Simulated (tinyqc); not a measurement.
From results back to parameters: four-band model of biased bilayer graphene near K. Two cases, with inputs chosen for the exercise.

Problem. With g1 the hopping between the dimer sites, v0 the velocity of one layer (hbar v) and no skew hoppings, the direct gap at K is U and the smallest gap is U g1/sqrt(U^2 + g1^2), on a ring of radius (U/2 v0) sqrt((2 g1^2 + U^2)/(g1^2 + U^2)). The values below come from hidden g1 and v0.

Find: g1; v0.

Method. 1/gap^2 = 1/U^2 + 1/g1^2 gives g1; the radius then gives v0.

Case 1.

Values chosen (out of a larger set: near those used for Bernal bilayer graphene; not measured data): U = 0.13 eV (potential difference of the layers).

smallest gap = 0.1234227 eV
radius = 0.0143586 1/angstrom

Solution.

g1 = 0.393 eV
v0 = 6.242 eV angstrom

Case 2.

Values chosen (out of a larger set: near those used for Bernal bilayer graphene; not measured data): U = 0.32 eV (potential difference of the layers).

smallest gap = 0.2434197 eV
radius = 0.0341891 1/angstrom

Solution.

g1 = 0.375 eV
v0 = 5.880 eV angstrom

Computed by tinyqc, one run a case: `OMP_NUM_THREADS=1 python tinyqc.py N N+1 out.jsonl` with N = 1452488, 1452508; one thread of a shared Intel(R) Xeon(R) Processor @ 2.30GHz, about 0.06 s a run at most.
